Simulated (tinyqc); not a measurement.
Inside a calculation. Method: empirical pseudopotential in a few plane waves. Computed by tinyqc, a small Python program that keeps every step. Settings: plane-wave index or count = 15. Command: `OMP_NUM_THREADS=1 python tinyqc.py 31198 31199 out.jsonl` (the two numbers bound the seeds that draw the settings). One thread of a shared host (Intel(R) Xeon(R) Processor @ 2.60GHz), about 0.2 s of CPU time with the checks.

## Bloch Hamiltonian at k

Parameters chosen for this model: fcc lattice, atoms at +/- a/8 (1,1,1); form factors in rydberg at |G|^2 in units of (2 pi/a)^2:
```
parameter,value,unit
a,6.020000,angstrom
VS(3),-0.193000,Ry
VS(8),0.016000,Ry
VS(11),0.090000,Ry
VA(3),0,Ry
VA(4),0,Ry
VA(11),0,Ry
hbar^2/2m (2 pi/a)^2,4.150397,eV
```

k point k (2 pi / a): -0.4400  -0.4500  0.0300

Basis: the 15 shortest G (labels in 2 pi/a), the same at every k. H(G,G') = c |k + G|^2 delta + VS(|G-G'|^2) cos((G-G').tau) + i VA sin((G-G').tau), tau = a/8 (1,1,1); 1 Ry = 13.605693 eV.

H(k) at k (eV), lower triangle:
```
,+0+0+0,-1-1-1,-1-1+1,-1+1-1,-1+1+1,+1-1-1,+1-1+1,+1+1-1,+1+1+1,-2+0+0,+0-2+0,+0+0-2,+0+0+2,+0+2+0,+2+0+0
+0+0+0,1.6477
-1-1-1,1.8568,21.2376
-1-1+1,-1.8568,0.0000,21.7356
-1+1-1,-1.8568,0.0000,0.2177,13.7669
-1+1+1,-1.8568,-0.2177,0.0000,0.0000,14.2649
+1-1-1,-1.8568,0.0000,0.2177,0.2177,0.0000,13.9329
+1-1+1,-1.8568,-0.2177,0.0000,0.0000,0.2177,0.0000,14.4309
+1+1-1,-1.8568,-0.2177,0.0000,0.0000,0.2177,0.0000,0.2177,6.4622
+1+1+1,1.8568,0.0000,-0.2177,-0.2177,0.0000,-0.2177,0.0000,0.0000,6.9602
-2+0+0,0.0000,-1.8568,-1.8568,-1.8568,1.8568,0.8659,-0.8659,-0.8659,-0.8659,25.5540
+0-2+0,0.0000,-1.8568,-1.8568,0.8659,-0.8659,-1.8568,1.8568,-0.8659,-0.8659,0.2177,25.7200
+0+0-2,0.0000,-1.8568,0.8659,-1.8568,-0.8659,-1.8568,-0.8659,1.8568,-0.8659,0.2177,0.2177,17.7512
+0+0+2,0.0000,-0.8659,1.8568,-0.8659,-1.8568,-0.8659,-1.8568,0.8659,-1.8568,-0.2177,-0.2177,0.0000,18.7473
+0+2+0,0.0000,-0.8659,-0.8659,1.8568,-1.8568,-0.8659,0.8659,-1.8568,-1.8568,-0.2177,0.0000,-0.2177,0.2177,10.7786
+2+0+0,0.0000,-0.8659,-0.8659,-0.8659,0.8659,1.8568,-1.8568,-1.8568,-1.8568,0.0000,-0.2177,-0.2177,0.2177,0.2177,10.9446
```

## Levels at k

Diagonalise the Hermitian matrix.

eigenvalues (eV): -0.4763  4.2999  6.4409  7.8477  12.0326  12.9827  13.8652  14.3440  15.4168  18.6991  19.8535  19.8906  23.7125  26.7001  28.3253

## Bands along a path

The same steps at evenly spaced points between the labelled ones.

Bands along the path (eV), lowest eight:
```
k,band 1,band 2,band 3,band 4,band 5,band 6,band 7,band 8
L,0.1978,2.8474,7.8942,7.8942,10.4445,13.2324,13.2324,15.3638
L-G 0.33,-0.7068,4.2274,7.9424,7.9424,10.6414,13.1113,13.1113,15.6465
L-G 0.67,-1.5470,6.6350,8.2933,8.2933,11.2944,12.7204,12.7204,13.4290
G,-1.8450,8.5506,8.5506,8.5506,11.2197,12.2335,12.2335,12.2335
G-X 0.33,-1.4451,6.6359,7.8773,7.8773,11.1588,12.7139,13.5256,13.5256
G-X 0.67,-0.2644,4.0931,7.0872,7.0872,10.2444,11.3112,16.1352,16.1352
X,1.6320,1.8507,6.9406,6.9406,10.1836,10.3318,19.3125,19.3125
```

With 4 band(s) filled, the highest filled level on these points lies at G and the lowest empty one at X: a gap of 1.6330 eV, indirect. This holds for the small fixed basis; with all plane waves up to |k + G|^2 = 21 (2 pi/a)^2 the gap along the path is 1.72 eV.

## Convergence with the number of plane waves

Levels at G counted from the fourth one.

Levels (eV):
```
plane waves,level 1,level 5,level 8
9,-14.0785,0,0.8708
15,-10.3956,2.6692,3.6829
27,-9.6910,3.3841,3.7719
51,-9.8498,3.5948,3.9850
59,-9.9247,3.5725,3.8021
65,-9.9509,3.5725,3.7419
89,-9.9014,3.5607,3.7878
```
